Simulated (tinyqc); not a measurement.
## Illuminated p-n diode, drift-diffusion by the Gummel loop with Scharfetter-Gummel fluxes: Solar-cell figures against the SRH lifetime of electrons

Abrupt junction at x = 0, p side from -Lp, n side to Ln, ohmic contacts. psi is counted from the intrinsic level; n = ni exp((psi - phin)/Vt), p = ni exp((phip - psi)/Vt). Contacts: p side psi = V - Vt ln(Na/ni), p = Na, n = ni^2/Na; n side psi = Vt ln(Nd/ni), n = Nd, p = ni^2/Nd. Constant mobilities, D = mu Vt, Boltzmann statistics, SRH recombination through a mid-gap level, U = (n p - ni^2)/(tp (n + ni) + tn (p + ni)). Current is positive from the p contact to the n contact.

ni = sqrt(Nc Nv) exp(-Eg/(2 Vt)), Eg in volts. Poisson and both continuity equations are solved self-consistently with Scharfetter-Gummel fluxes on a graded mesh of 500 nodes. Jsc = -J(0), collected share Jsc/(q G (Lp + Ln)), estimate q G [W + Le tanh(wp/2 Le) + Lh tanh(wn/2 Lh)] at V = 0 with Le = sqrt(Dn tn), Lh = sqrt(Dp tp), W, wp = Lp - xp and wn = Ln - xn from the depletion approximation; J(Voc) = 0; Vmp maximises -J V; FF = Pmax/(Jsc Voc).

Inputs (values chosen for the exercise); band and dielectric values close to those of silicon:
- T = 300 K (temperature)
- Eg = 1.11 eV (band gap)
- eps_r = 11.7 (relative permittivity)
- Nc = 2.81e19 cm^-3 (conduction-band density of states at T)
- Nv = 2.66e19 cm^-3 (valence-band density of states at T)
- Na = 9e15 cm^-3 (acceptor density of the p side)
- Nd = 6.2e16 cm^-3 (donor density of the n side)
- mun = 980 cm^2/(V s) (electron mobility)
- mup = 340 cm^2/(V s) (hole mobility)
- tp = 2e-8 s (SRH lifetime of holes)
- Lp = 2.4 um (length of the p side)
- Ln = 3.7 um (length of the n side)
- G = 4e19 cm^-3 s^-1 (uniform generation rate)

Constants: q = 1.602176634e-19 C, kB = 1.380649e-23 J/K, Vt = kB T/q, eps0 = 8.8541878128e-14 F/cm where lengths are in cm. Results are converted to the units shown.

Solar-cell figures against the SRH lifetime of electrons:

| tn (s) | Jsc (mA/cm^2) | collected share (%) | estimate of Jsc (mA/cm^2) | Voc (V) | Vmp (V) | FF | Pmax (mW/cm^2) |
|---|---|---|---|---|---|---|---|
| 1e-10 | 1.62 | 41.5 | 1.64 | 0.305 | 0.227 | 0.613 | 0.303 |
| 1e-9 | 1.91 | 48.8 | 1.92 | 0.360 | 0.279 | 0.664 | 0.456 |
| 1e-8 | 1.98 | 50.7 | 1.99 | 0.389 | 0.314 | 0.713 | 0.550 |
| 1e-7 | 1.99 | 51.0 | 2.00 | 0.398 | 0.327 | 0.743 | 0.589 |
| 1e-6 | 1.99 | 51.0 | 2.00 | 0.400 | 0.331 | 0.754 | 0.601 |

As tn rises from 1e-10 to 1e-6, the collected share rises from 41.5 to 51.0 %, Voc rises from 0.305 to 0.400 V and FF rises from 0.613 to 0.754. The estimate of Jsc is within 1.1 % in all rows.

tinyqc, about 0.5 s, one thread, Intel Xeon 2.30GHz (shared host): `OMP_NUM_THREADS=1 python tinyqc.py 2240013 2240014 out.jsonl`
